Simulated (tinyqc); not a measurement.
# Worked calculation: resistance of a source-drain extension with a graded tip

Computed by the program tinyqc: `OMP_NUM_THREADS=1 python tinyqc.py 2282185 2282186 out.jsonl`, one thread of a shared Intel Xeon 2.30GHz, about 0.03 s for the whole run. Printed values are rounded.

y runs along the channel, the gate covers y > 0. The doping is N0 for y < y0 and N0 10^(-(y - y0)/la) beyond, uniform over the depth xj. Sheet conductance s(y) = q mu(N) max(N - Nch, 0) xj + (for y > 0) ma Cox Vo, with mu(N) = u0 + (u1 - u0)/(1 + (N/Nr)^au) and Cox = eps0 eox/tox. Current is taken as one-dimensional; depletion of the tip, spreading and the contact are left out. The metallurgical junction lies at yj, where N = Nch.

Values chosen for this exercise; mobility law close to that of electrons in silicon: relative permittivity of the gate insulator (close to zirconium oxide) eox = 24.8; insulator thickness tox = 9.6 nm; active doping of the extension far from the gate N0 = 2e20 cm^-3; lateral abruptness la = 2.1 nm/decade; position under the gate where the fall begins (gate edge at 0) y0 = 0.7 nm; depth of the extension xj = 20 nm; channel doping Nch = 1.2e18 cm^-3; gate overdrive Vo = 0.74 V; mobility of the gate-induced layer ma = 190 cm^2/(V s); mobility at low doping u1 = 1414 cm^2/(V s); mobility at high doping u0 = 68.5 cm^2/(V s); reference doping Nr = 9.2e16 cm^-3; exponent au = 0.711; gate length Lg = 60 nm.

Constants: q = 1.602176634e-19 C, eps0 = 8.8541878128e-14 F/cm where lengths are in cm. Results are converted to the units shown.

## Sheet resistances and junction position

yj = y0 + la log10(N0/Nch); sheet resistance of the full extension 1/[q mu(N0)(N0 - Nch) xj] and of the gate-induced layer 1/(ma Cox Vo); metallurgical length Lg - 2 yj; ye is where the doped and the gate-induced conductances are equal.

yj = 5.365882 nm
sheet resistance of the extension = 211.6229 ohm/square
sheet resistance of the induced layer = 3109.464 ohm/square
metallurgical length = 49.26824 nm
ye = 3.439458 nm
N at ye = 9.920328e18 cm^-3

The gate takes over 1.93 nm before the junction, where N is still 8.27 times the channel doping.

## Resistance of the overlapped part

Midpoint rule on 12 equal steps from 0 to yj: R_ov = sum h/s(y), per width.

y, point 0 to 11 (nm): [0.2235784, 0.6707353, 1.117892, 1.565049, 2.012206, 2.459363, 2.906520, 3.353676, 3.800833, 4.247990, 4.695147, 5.142304]
N, point 0 to 11 (cm^-3): [2e20, 2e20, 1.264835e20, 7.746435e19, 4.744277e19, 2.905616e19, 1.779534e19, 1.089870e19, 6.674868e18, 4.088000e18, 2.503681e18, 1.533371e18]
doped conductance, point 0 to 11 (uS): [4725.387, 4725.387, 3065.219, 1945.288, 1247.334, 808.7892, 529.7403, 348.6179, 227.2998, 141.9825, 77.60007, 24.44531]
sheet resistance, point 0 to 11 (ohm/square): [198.1380, 198.1380, 295.2624, 441.1335, 637.3760, 884.6520, 1174.620, 1492.055, 1821.830, 2157.119, 2505.017, 2889.805]
R_ov = 6.5710 ohm um

The exact integral is 6.5816 ohm um; the coarse sum is 0.16 % below it.
